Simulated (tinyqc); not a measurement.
## Margin needed against array size

Cells fail independently with probability Q(k) = erfc(k/sqrt(2))/2 when the margin is k standard deviations, and Y = exp(-Nb Q(k)). phi = exp(-k^2/2)/sqrt(2 pi).  k solves Y = exp(-Nb Q(k)); the estimate is sqrt(2 ln(Nb/(-ln Y))).

Inputs (values chosen for the exercise):
```
symbol,value,unit,meaning
Y,0.971,,wanted yield
```

Results:

| Nb | allowed Q | k | estimate |
|---|---|---|---|
| 512 | 5.748e-5 | 3.857 | 4.419 |
| 8192 | 3.592e-6 | 4.488 | 5.007 |
| 131072 | 2.245e-7 | 5.047 | 5.533 |
| 33554432 | 8.770e-10 | 6.019 | 6.458 |
| 536870912 | 5.482e-11 | 6.453 | 6.874 |
| 8589934592 | 3.426e-12 | 6.861 | 7.266 |

Estimate the missing row, Nb = 2097152.

Computed row:

| Nb | allowed Q | k | estimate |
|---|---|---|---|
| 2097152 | 1.403e-8 | 5.553 | 6.014 |

With this row back in the table: A 1.68e7-fold larger array raises k only from 3.86 to 6.86; the last factor of 16 costs 0.41 standard deviations. The estimate, which drops the factor 1/(k sqrt(2 pi)) of the tail, is 15 % above k in the first row and 5.9 % above it in the last.

Computed by the program tinyqc: `OMP_NUM_THREADS=1 python tinyqc.py 2090066 2090067 out.jsonl`, one thread of a shared Intel Xeon 2.30GHz, about 0.01 s for the whole run.
